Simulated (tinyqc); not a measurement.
Sweep of a biaxial (110) strain: strain-driven crossing of the Gamma and L valleys in a germanium-like crystal.

Biaxial loads: e0 is the in-plane strain e_par and the normal is free. (001): e_perp = -2 (C12/C11) e_par; exx = eyy = e_par, ezz = e_perp, no shear. (111): e_perp = -(2 C11 + 4 C12 - 4 C44)/(C11 + 2 C12 + 4 C44) e_par; exx = eyy = ezz = (2 e_par + e_perp)/3 and exy = eyz = ezx = (e_perp - e_par)/3. (110): e_perp = -(C11 + 3 C12 - 2 C44)/(C11 + C12 + 2 C44) e_par; exx = eyy = (e_par + e_perp)/2, ezz = e_par, exy = (e_perp - e_par)/2, eyz = ezx = 0. Uniaxial loads: a stress along n, scaled so that n.e.n = e0, with exx = s11 sxx + s12 (syy + szz), exy = s44 sxy/2, s11 = (C11 + C12)/((C11 - C12)(C11 + 2 C12)), s12 = -C12/((C11 - C12)(C11 + 2 C12)), s44 = 1/C44.

Edges from the unstrained valence top: Gamma at Eg + ac tr(e); an L valley with unit axis u at EgL + aL tr(e) + XuL (u.e.u - tr(e)/3), u along [111], [1-1-1], [-11-1], [-1-11]; valence edges are the levels of the 6 x 6 matrix of X, Y, Z times spin with -Dso/3 + l exx + m (eyy + ezz) on the diagonal (cyclic), n exy off it, l = av + 2 b, m = av - b, n = sqrt(3) d. Spin-orbit term (Dso/3) L.sigma on X, Y, Z with (L_k)_ij = -i epsilon_kij: <X+|H|Y+> = -i Dso/3, <X+|H|Z-> = Dso/3, <Y+|H|Z-> = -i Dso/3, <Z+|H|X-> = -Dso/3, <Z+|H|Y-> = i Dso/3, <X-|H|Y-> = i Dso/3, and their conjugates; + and - are the spin along z.

Constants: kB = 8.617333262e-05 eV/K.

Values chosen for the exercise (near those of Ge, gaps at low temperature; the results hold for these values, not for the real material):
```
symbol  value          unit  meaning
Eg      0.892          eV    gap at Gamma to the s-like level
EgL     0.738          eV    gap to L
Dso     0.29           eV    spin-orbit splitting
ac      -8.17          eV    conduction deformation potential
av      1.22           eV    valence hydrostatic potential
b       -2.51          eV    tetragonal shear potential
d       -5.4           eV    trigonal shear potential
aL      -1.69          eV    hydrostatic potential of the L edge, Xd + Xu/3
XuL     16.19          eV    uniaxial potential, L
C11     130.7          GPa
C12     48.5           GPa
C44     67.3           GPa
load    biaxial (110)        kind of strain
mG      0.043          m0    mass at Gamma
mL      0.559          m0    density-of-states mass of the four L valleys together
T       300            K     temperature
```

The valence splitting is the distance of the top two edges. Share in Gamma = mG^(3/2)/(mG^(3/2) + (mL^(3/2)/4) sum_i exp(-(E_Li - E_Gamma)/kT)).

Results:
```
e0 (%)  direct gap (eV)  indirect gap (eV)  Gamma - L (meV)  valence splitting (meV)  share in Gamma (%)
0.00              0.892              0.738              154                        0             0.00552
0.34              0.826              0.680              147                       31              0.0131
0.69              0.756              0.618              139                       65              0.0196
1.03              0.686              0.555              131                      100              0.0265
1.37              0.615              0.491              124                      137              0.0355
1.71              0.542              0.426              116                      175              0.0474
2.06              0.466              0.357              109                      215              0.0639
2.40              0.391              0.290              101                      254              0.0854
```

The gap stays indirect over the sweep. The direct gap goes from 0.892 to 0.391 eV; of that change -0.152 eV comes from the rise of the valence top through the shear terms and the rest from the volume. The share in Gamma goes from 0.00552 to 0.0854 %.

Computed by tinyqc, a small Python program: `OMP_NUM_THREADS=1 python tinyqc.py 1050497 1050498 out.jsonl` (the numbers bound the seed that draws the inputs); one thread of a shared host (Intel(R) Xeon(R) Processor @ 2.30GHz), about 0.01 s for the whole set of steps.
